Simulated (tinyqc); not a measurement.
Worked calculation: tight binding, kagome lattice. Computed by tinyqc, a small Python program that keeps every step. Settings: t1 = 1.68, t2 = 0.32, delta = 0, bands filled = 1. Command: `OMP_NUM_THREADS=1 python tinyqc.py 28443 28444 out.jsonl` (the two numbers bound the seeds that draw the settings). One thread of a shared host (Intel(R) Xeon(R) Processor @ 2.60GHz), about 0.01 s of CPU time with the checks.

## Bloch Hamiltonian at k

Parameters chosen for this model:
```
parameter     value                unit
t1         1.680000    eV, up triangles
t2         0.320000  eV, down triangles
delta             0        eV on site C
```

k point k (fractions of the reciprocal vectors): [0.0600, 0.4500]

H_AB = -t1 - t2 exp(-i k.a1), H_AC = -t1 - t2 exp(-i k.a2), H_BC = -t1 - t2 exp(i k.(a1 - a2)), H_CC = delta.

H(k) at k (eV), order A, B, C:
$$\begin{pmatrix}
0.0000 & -1.9775+0.1178i & -1.3757+0.0989i \\
-1.9775-0.1178i & 0.0000 & -1.4334+0.2040i \\
-1.3757-0.0989i & -1.4334-0.2040i & 0.0000
\end{pmatrix}$$

## Levels at k

Diagonalise the Hermitian matrix.

eigenvalues (eV): [-3.2188, 1.2188, 2.0000]

weights |c|^2 of the basis functions, order A, B, C:
$$\begin{pmatrix}
0.3569 & 0.1762 & 0.4669 \\
0.3652 & 0.1202 & 0.5145 \\
0.2779 & 0.7036 & 0.0185
\end{pmatrix}$$

## Bloch Hamiltonian at K

k point K (fractions of the reciprocal vectors): [0.3333, 0.6667]

As before.

H(k) at K (eV), order A, B, C:
$$\begin{pmatrix}
0.0000 & -1.5200+0.2771i & -1.5200-0.2771i \\
-1.5200-0.2771i & 0.0000 & -1.5200+0.2771i \\
-1.5200+0.2771i & -1.5200-0.2771i & 0.0000
\end{pmatrix}$$

## Levels at K

As before.

eigenvalues (eV): [-3.0400, 1.0400, 2.0000]

weights |c|^2 of the basis functions, order A, B, C:
$$\begin{pmatrix}
0.3333 & 0.3333 & 0.3333 \\
0.3333 & 0.3333 & 0.3333 \\
0.3333 & 0.3333 & 0.3333
\end{pmatrix}$$

## Bands along a path

The same steps at evenly spaced points between the labelled ones.

Bands along the path (eV):
```
k           band 1  band 2  band 3
G          -4.0000  2.0000  2.0000
G-K 0.20   -3.9083  1.9083  2.0000
G-K 0.40   -3.6648  1.6648  2.0000
G-K 0.60   -3.3599  1.3599  2.0000
G-K 0.80   -3.1208  1.1208  2.0000
K          -3.0400  1.0400  2.0000
K-M 0.20   -3.0550  1.0550  2.0000
K-M 0.40   -3.0897  1.0897  2.0000
K-M 0.60   -3.1282  1.1282  2.0000
K-M 0.80   -3.1571  1.1571  2.0000
M          -3.1678  1.1678  2.0000
M-K' 0.20  -3.1571  1.1571  2.0000
M-K' 0.40  -3.1282  1.1282  2.0000
M-K' 0.60  -3.0897  1.0897  2.0000
M-K' 0.80  -3.0550  1.0550  2.0000
K'         -3.0400  1.0400  2.0000
```

With 1 band(s) filled, the highest filled level on these points lies at K and the lowest empty one at K: a gap of 4.0800 eV, direct.
